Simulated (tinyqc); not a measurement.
Width of the well: polar nitride quantum well with polarisation fields.

Growth along [0001]. e_par = (a_sub - a)/a, Ppz = 2 e_par (e31 - e33 C13/C33), P = Psp + Ppz in each layer; strain relaxation and the strain shift of the gaps are left out, although thick layers with more than about 1 % mismatch would relax.

In a periodic stack without free charge the potential drop over a period vanishes: F_w = (P_b - P_w) Lb/(eps0 (eps_w Lb + eps_b Lw)), F_b = -F_w Lw/Lb, eps0 = 8.8541878e-12 F/m; 1 MV/cm = 1e8 V/m = 0.01 V/angstrom.

Envelope functions on cells of 0.25 angstrom over barrier, well, barrier (widths Lb, Lw, Lb), psi = 0 beyond, psi'/m continuous (mean mass between points), c = hbar^2/2m0. With u(z) the integral of e F (F_w in the well, F_b = -F_w Lw/Lb in the barriers, 1 MV/cm = 0.01 V/angstrom), zero at the centre of the well, the electron sees u plus Vc in the barriers and the hole -u plus Vv. The transition is Eg + E_e + E_h; excitons are left out.

Constants: hbar^2/2m0 = 3.80998211 eV angstrom^2; hc = 1239.841984 eV nm.

Values chosen for the exercise (near those of an InGaN well in GaN; not measured data): a_w = 3.221 angstrom (lattice constant a, well); a_b = 3.189 angstrom (lattice constant a, barrier); a_sub = 3.189 angstrom (in-plane lattice constant of the stack); Psp_w = -0.0329 C/m^2 (spontaneous polarisation); Psp_b = -0.033 C/m^2 (spontaneous polarisation); e31_w = -0.341 C/m^2; e31_b = -0.348 C/m^2; e33_w = 0.654 C/m^2; e33_b = 0.677 C/m^2; C_w = 0.279 (C13/C33); C_b = 0.263 (C13/C33); eps_w = 10.7 (dielectric constant); eps_b = 10.3 (dielectric constant); Lb = 65 angstrom (barrier width); Eg = 3.078 eV (gap of the well); Vc = 0.246 eV (conduction offset); Vv = 0.116 eV (valence offset); me = 0.188 m0 (electron, well); meb = 0.2 m0 (electron, barrier); mh = 1.61 m0 (hole, everywhere); Ls = (10, 15, 20, 25, 30, 40, 50) angstrom (well widths).

Field, levels and overlap anew for each width.

Results:

| Lw (angstrom) | F_w (MV/cm) | E (eV) | E without field (eV) | overlap^2 | ln overlap^2 |
|---|---|---|---|---|---|
| 10 | -0.965 | 3.3139 | 3.3263 | 0.690 | -0.37 |
| 15 | -0.907 | 3.2465 | 3.2688 | 0.658 | -0.42 |
| 20 | -0.855 | 3.1917 | 3.2267 | 0.562 | -0.58 |
| 25 | -0.809 | 3.1465 | 3.1962 | 0.433 | -0.84 |
| 30 | -0.767 | 3.1080 | 3.1738 | 0.308 | -1.18 |
| 40 | -0.696 | 3.0450 | 3.1443 | 0.129 | -2.05 |
| 50 | -0.637 | 2.9939 | 3.1264 | 0.0437 | -3.13 |

The red shift grows from 12 to 133 meV. The line drops below Eg between 30 and 40 angstrom, which a square well can never do. Over the last two rows dE/dLw = -5.1 meV per angstrom, against -|e F_w| = -6.4 in the last row; the field itself weakens by 34 % over the table, since a wider well shares the drop with the barrier. The overlap falls by a factor 15.8.

(tinyqc, `OMP_NUM_THREADS=1 python tinyqc.py 1252289 1252290 out.jsonl`, Intel(R) Xeon(R) Processor @ 2.30GHz, 1 thread, shared host, about 0.07 s.)
